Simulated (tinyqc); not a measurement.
Inside a calculation. Method: Luttinger-Kohn k.p, four valence bands. One step of it, computed by the program tinyqc.

Task: Levels at k. Diagonalise the Hermitian matrix.

H(k) at k (eV), lower triangle (Hermitian):
```
                     3/2                 1/2                 -1/2      -3/2
3/2             0.117618
1/2   0.009882+0.044468i            0.219279
-1/2  0.006077-0.003630i            0.000000             0.219279
-3/2            0.000000  0.006077-0.003630i  -0.009882-0.044468i  0.117618
```

Give: eigenvalues.

Result:

eigenvalues (eV): 0.0998  0.0998  0.2371  0.2371
